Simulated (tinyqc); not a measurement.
Inter-valley coupling by envelope functions against a chain of atomic planes: one step. Valley phase, mass and the wavelengths that couple the valleys.

Chain: E(phi) = e0 + 2 v cos(phi) + 2 u cos(2 phi), cos(phi0) = -v/(4u), e0 = 2u + v^2/(4u); plane j = 0, 1, ... has the potential V_j = dE x_j + F (j - 30) a/4 (1 MV/m = 1e-4 V/angstrom). There are 30 barrier planes a side; with y = j - 29.5, x_j = xb (f(y) + f(Nw - y)), f(y) = 1/(1 + exp(y/L)), plus any Ge added in the well. The valley splitting is the spacing of the two lowest levels. Envelope theory: F_j solves a one-valley chain with hopping -b and diagonal 2b + V_j, b = 4u sin^2(phi0), sum F_j^2 = 1; the valleys couple by Dv = sum_j F_j^2 V_j exp(-2 i phi0 j) and split by 2|Dv|.

Constants: hbar^2/2m0 = 3.80998211 eV angstrom^2.

Values chosen for the exercise (out of a larger set: near those of the Delta valleys of silicon in a SiGe well; not measured data): a = 5.431 angstrom (lattice constant; planes lie a/4 apart); u = 0.625 eV (second-neighbour hopping); v = 0.633 eV (nearest hopping).

Problem. phi0; b = 4u sin^2(phi0); mass m/m0 = c/(b (a/4)^2), c = hbar^2/2m0. A potential couples the valleys if its phase advances by 2 phi0 a plane, or, since only whole planes count, by 2 pi - 2 phi0: periods pi/phi0 and pi/(pi - phi0) planes.

Give: phi0; b; mass; periods; longer period.

Solution.

phi0 = 1.82678 rad
b = 2.33972 eV
mass = 0.8833 m0

periods (planes): pi/phi0 1.7197, pi/(pi - phi0) 2.3894

longer period = 3.2442 angstrom

Computed by tinyqc, a small Python program: `OMP_NUM_THREADS=1 python tinyqc.py 1481977 1481978 out.jsonl` (the numbers bound the seed that draws the inputs); one thread of a shared host (Intel(R) Xeon(R) Processor @ 2.30GHz), about 0.1 s for the whole set of steps.
